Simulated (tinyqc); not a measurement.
# Four-point probe on a layer of finite thickness

Four collinear probes with spacing s on a wide layer of thickness w over an insulator: V/I = (rho/(2 pi s)) S, S = 1 + 4 sum_(k>=1) {[1 + (2 k w/s)^2]^(-1/2) - [4 + (2 k w/s)^2]^(-1/2)}. Thin-film reading rho = (pi/ln 2) w V/I times the factor F1 = 2 ln 2/((w/s) S); bulk reading rho = 2 pi s V/I times 1/S; closed estimate F1 = ln 2/ln[sinh(w/s)/sinh(w/(2 s))]. x = w/s.

Four-point probe on a layer of finite thickness:

| x | S | F1 | 1/S | estimate of F1 |
|---|---|---|---|---|
| 0.2 | 6.931 | 1.000 | 0.1443 | 0.9929 |
| 0.3 | 4.621 | 1.000 | 0.2164 | 0.9841 |
| 0.4 | 3.467 | 0.9995 | 0.2884 | 0.9721 |
| 0.6 | 2.330 | 0.9918 | 0.4293 | 0.9399 |
| 0.8 | 1.793 | 0.9662 | 0.5576 | 0.8989 |
| 1 | 1.504 | 0.9215 | 0.6647 | 0.8523 |
| 1.5 | 1.197 | 0.7719 | 0.8352 | 0.7285 |
| 2 | 1.094 | 0.6337 | 0.9142 | 0.6151 |
| 3 | 1.031 | 0.4484 | 0.9703 | 0.4476 |
| 5 | 1.007 | 0.2753 | 0.9931 | 0.2765 |

F1 falls from 1.000 to 0.275 while 1/S rises from 0.144 to 0.993. Among the rows the thin-film formula is good to 1 % up to w/s = 0.6 and the bulk formula from w/s = 5 on. The closed estimate is within 7.6 % of the series.

Numbers from tinyqc (`OMP_NUM_THREADS=1 python tinyqc.py 2850107 2850108 out.jsonl`; about 0.04 s on one thread of a shared Intel Xeon 2.30GHz).
